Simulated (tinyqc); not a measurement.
Rapid thermal processing of a wafer: radiative balance, ramp and cooling, pattern effects, pyrometer error and spike budget: one step, computed by the program tinyqc.

The wafer is opaque and uniform through its thickness unless said otherwise; temperatures in formulas are in kelvin (C + 273.15). sigma = 5.670374419e-12 W/(cm^2 K^4).

Question. Power to hold and to ramp. Effective emissivity between parallel grey plates: eps_eff = 1/(1/eps + 1/(1 - r) - 1). Loss per area q(T) = 2 eps_eff sigma (T^4 - T_w^4) + h (T - T_w). Absorbed power during a ramp = q(T) + C d x ramp rate; thermal time constant tau = C d/(dq/dT), dq/dT = 8 eps_eff sigma T^3 + h; natural cooling rate q/(C d); front-to-back difference under one-sided heating at the end of the ramp = (absorbed power) d/(2 k).

Inputs (values chosen for the exercise, modelled on a hot silicon wafer):
```
quantity                                              value         unit
wafer thickness d                                       525   micrometre
heat capacity per volume C                              2.2   J/(cm^3 K)
thermal conductivity k                                 0.26     W/(cm K)
emissivity eps of each face                            0.66            -
reflectivity of the chamber walls r                    0.73            -
gas heat-transfer coefficient h, both faces together    6.3  mW/(cm^2 K)
wall temperature T_w                                    350            K
process temperature                                     607            C
ramp rate                                                26          K/s
```

Give: eps_eff; holding power q; power at the end of the ramp; dq/dT; time constant tau; natural cooling rate; front-to-back difference.

Answer.

eps_eff = 0.23703

holding power q = 4.9128 W/cm^2

power at the end of the ramp = 7.9158 W/cm^2

dq/dT = 13.631 mW/(cm^2 K)

time constant tau = 8.4732 s

natural cooling rate = 42.535 K/s

front-to-back difference = 0.79919 K

Radiation carries 32 % of the loss. The ramp needs 1.6 times the holding power.
